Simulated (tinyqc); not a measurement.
The whole curve: space-charge-limited current through a thin insulating or semi-insulating film with traps. Computed by tinyqc, a small Python program. Command: `OMP_NUM_THREADS=1 python tinyqc.py 3026243 3026244 out.jsonl sclc walk`. One thread of a shared host (Intel(R) Xeon(R) Processor @ 2.30GHz), about 0.01 s of CPU time with the checks.

One ohmic injecting contact at x = 0 (field zero), drift only, non-degenerate free carriers.

Inputs (values chosen for the exercise, modelled on HfO2):
```
quantity                                            value        unit
permittivity eps                                       22           -
band mobility mu                                    0.054  cm^2/(V s)
effective density of states N_c                   9.2e+19      1/cm^3
trap density N_t                                  2.4e+18      1/cm^3
equilibrium Fermi level below the band edge, E_0     0.64          eV
thickness d                                            78          nm
free density at the anode, in units of N_c        9.5e-09           -
temperature T                                         250           K
trap level E_t below the band edge                   0.27          eV
```

Traps: single level.

Constants: k_B = 8.617333262e-05 eV/K; e = 1.602176634e-19 C; eps_0 = 8.8541878128e-12 F/m.

Method:
- Free density n_0 = N_c exp(-E_0/k_B T) in equilibrium; trapped density n_t(n) = N_t/(1 + n_1/n), n_1 = N_c exp(-E_t/k_B T).
- theta = n/(n + n_t) at the anode density; trap-filled-limit voltage V_TFL = e (N_t - n_t(n_0)) d^2/(2 eps eps_0).
- J = e mu n F and (eps eps_0/e) dF/dx = n - n_0 + n_t(n) - n_t(n_0) = rho(n). With F = J/(e mu n): d = (eps eps_0 J/(e^2 mu)) I_1 and V = (eps eps_0 J^2/(e^3 mu^2)) I_2, I_k = int_(n_L)^infinity dn/(n^(k+1) rho(n)), n_L the density at the anode; with u = n_L/n, 200 Gauss-Legendre points in t, u = 1 - (1 - t)^2.
- The last column is d ln J/d ln V up to the next row.

V_TFL = 6.00495 V

Current against voltage:
```
n_L (1/cm^3)       V (V)  J (A/cm^2)   slope
1.20e+07      1.4576e-07  2.3368e-15   1.710
1.50e+08      6.9133e-06  1.7139e-12   1.986
1.80e+09      8.6567e-05  2.5911e-10   1.999
2.10e+10      1.0133e-03  3.5403e-08   2.001
2.50e+11      1.2045e-02  5.0122e-06   2.010
3.00e+12      1.4162e-01  7.1002e-04   2.117
3.70e+13      1.3939e+00  8.9907e-02   3.137
4.40e+14      4.7698e+00  4.2625e+00  12.026
5.30e+15      6.0152e+00  6.9388e+01  17.165
6.40e+16      7.0023e+00  9.4206e+02   4.787
7.70e+17      1.3085e+01  1.8784e+04   2.417
9.20e+18      7.0479e+01  1.0999e+06       -
```

What does the comparison show, and why?

The slope starts at 1.71, peaks at 17.2 between 6.02 and 7.00 V and ends at 2.42. Rows below 0.22 V (10 k_B T/e) are formal, since diffusion from the contact rules there. Self-heating is left out, although J V exceeds 1e5 W/cm^2 at the last row. Rows above 23.4 V are formal, since the mean field exceeds 3 MV/cm and breakdown sets in. The steep part is the filling of the level near V_TFL = 6.00 V, from which N_t can be read; below it a slope near 2, where the rows show one, belongs to the square law scaled by theta.

Extremes, crossings and ranges named in words are read from the listed rows.
